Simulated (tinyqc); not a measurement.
Worked calculation: formation energy of a charged point defect from supercell energies. Computed by tinyqc, a small Python program that keeps every step. Command: `OMP_NUM_THREADS=1 python tinyqc.py 3016186 3016187 out.jsonl formation walk`. One thread of a shared host (Intel(R) Xeon(R) Processor @ 2.30GHz), about 0.01 s of CPU time with the checks. Intermediate numbers are printed to about 6 digits and carried at full precision; extremes and crossings named in words are read from the listed rows.

The host is a compound AB. Making the defect adds n_A = 0, n_B = -1 atoms to the cell. All total energies are inputs. E_F is counted from the valence-band maximum (VBM); x = 0 is A-rich and x = 1 B-rich growth.

Inputs (values chosen for the exercise, for a model compound AB):

| quantity | value | unit |
|---|---|---|
| gap E_g | 1.39 | eV |
| E_VBM of the host cell | 5.732 | eV |
| potential alignment dV | -0.009 | eV |
| dielectric constant eps | 9.4 | - |
| cell length L | 10 | angstrom |
| mu_B of the pure element | -5.49 | eV |
| formation enthalpy dH of AB | -0.619 | eV |
| growth condition x | 0.43 | - |
| Fermi level E_F | 0.462 | eV |
| temperature T | 1400 | K |
| site density N_s | 4e+22 | cm^-3 |

Defect: vacancy of B. Supercell lattice: bcc.

charge states q: 3  2  1  0

E(defect, q) - E(host), in the order of q (eV): -11.591  -4.03  3.312  10.334

Constants: e^2/(4 pi eps_0) = 14.39964548 eV angstrom; k_B = 8.617333262e-05 eV/K.

## Chemical potentials

dmu_A = x dH and dmu_B = (1 - x) dH, so that dmu_A + dmu_B = dH; mu = mu(element) + dmu. The reservoir term is sum n_i mu_i.

dmu_A = -0.26617 eV

dmu_B = -0.35283 eV

sum n_i mu_i = 5.84283 eV

## Image-charge corrections

Image-charge correction of a point charge in a neutralising background: E_corr = q^2 alpha e^2/(4 pi eps_0) / (2 eps L), alpha = 2.888462 for a bcc array with L the cube root of the volume.

E_corr (eV): (q=+3) 1.99115, (q=+2) 0.88495, (q=+1) 0.22124, (q=0) 0.00000

Caution: the largest image-charge correction in these energies, q^2 alpha e^2/(8 pi eps_0 eps L) with alpha = 2.888462, exceeds a quarter of the gap; the point-charge term alone is then a rough estimate, usually too large for a charge that is spread out.

## Formation energies at E_F = 0

E_f(q, E_F) = [E(defect, q) - E(host)] - sum n_i mu_i + q (E_VBM + dV + E_F) + E_corr(q).

E_f(q, 0) (eV): (q=+3) 1.72632, (q=+2) 2.45812, (q=+1) 3.41341, (q=0) 4.49117

## Transition levels and the lower envelope

eps(q/q') = [E_f(q', 0) - E_f(q, 0)]/(q - q'). U of state q is eps(q/q-1) - eps(q+1/q). The stable state at each E_F is the lowest line E_f(q, 0) + q E_F.

One-electron levels above the VBM (eV):

| level | energy | U of the state between this level and the next |
|---|---|---|
| (+3/+2) | 0.73181 | 0.223477 |
| (+2/+1) | 0.95528 | 0.122477 |
| (+1/0) | 1.07776 | - |

Stable states:

| q | from E_F (eV) | to E_F (eV) |
|---|---|---|
| +3 | 0.00000 | 0.73181 |
| +2 | 0.73181 | 0.95528 |
| +1 | 0.95528 | 1.07776 |
| 0 | 1.07776 | 1.39000 |

Stable in the gap, from the VBM up: +3, +2, +1, 0.

## The first and the last level

eps(q/q-1) = E_f(q - 1, 0) - E_f(q, 0).

level (+3/+2) = 0.731808 eV

level (+1/0) = 1.07776 eV

## Concentrations at the given E_F and T

E_f(q, E_F) = E_f(q, 0) + q E_F. c_q = N_s exp(-E_f(q, E_F)/k_B T), with all degeneracy factors one and no vibrational entropy.

Charge states:

| q | E_f (eV) | c_q (cm^-3) | share |
|---|---|---|---|
| +3 | 3.11232 | 2.50159e+11 | 9.02005e-01 |
| +2 | 3.38212 | 2.67270e+10 | 9.63704e-02 |
| +1 | 3.87541 | 4.47923e+08 | 1.61509e-03 |
| 0 | 4.49117 | 2.71994e+06 | 9.80738e-06 |

lowest formation energy = 3.11232 eV

total concentration = 2.77336e+11 cm^-3

mean charge = 2.90037 e

State +3 holds 90.2 % of the defects.

## Fermi level and growth conditions

Each entry is the lowest E_f over q.

Lowest formation energy (eV):

| E_F (eV) | stable q | A-rich, x = 0 | x = 0.5 | B-rich, x = 1 |
|---|---|---|---|---|
| 0.000 | +3 | 1.46015 | 1.76965 | 2.07915 |
| 0.174 | +3 | 1.98215 | 2.29165 | 2.60115 |
| 0.348 | +3 | 2.50415 | 2.81365 | 3.12315 |
| 0.521 | +3 | 3.02315 | 3.33265 | 3.64215 |
| 0.695 | +3 | 3.54515 | 3.85465 | 4.16415 |
| 0.869 | +2 | 3.92995 | 4.23945 | 4.54895 |
| 1.042 | +1 | 4.18924 | 4.49874 | 4.80824 |
| 1.216 | 0 | 4.22500 | 4.53450 | 4.84400 |
| 1.390 | 0 | 4.22500 | 4.53450 | 4.84400 |

Going from A-rich to B-rich growth shifts every line by +0.619 eV and moves no transition level. The slope of the envelope is the stable charge, so E_f is highest in the rows from E_F = 1.22 to 1.39 eV, where the neutral state is stable: the defect forms most easily in p-type material.

## What the corrections do to the levels

Levels eps(q/q-1) with the terms q dV and E_corr left out or kept.

Levels above the VBM (eV):

| level | raw | with alignment | with image charge | with both |
|---|---|---|---|---|
| (+3/+2) | 1.829 | 1.838 | 0.72281 | 0.73181 |
| (+2/+1) | 1.610 | 1.619 | 0.94628 | 0.95528 |
| (+1/0) | 1.290 | 1.299 | 1.06876 | 1.07776 |

Alignment moves every level by -dV = +0.009 eV. The image term moves eps(q/q-1) by (1 - 2q) E_corr(1): (+3/+2) by -1.106, (+2/+1) by -0.664, (+1/0) by -0.221 eV, donor levels down and acceptor levels up. It adds 2 E_corr(1) = 0.442 eV to every U, which turns an apparent negative U of the raw energies into a positive one.

Checks made by the program: envelope against a direct minimum on a grid (relative difference below 1e-10).
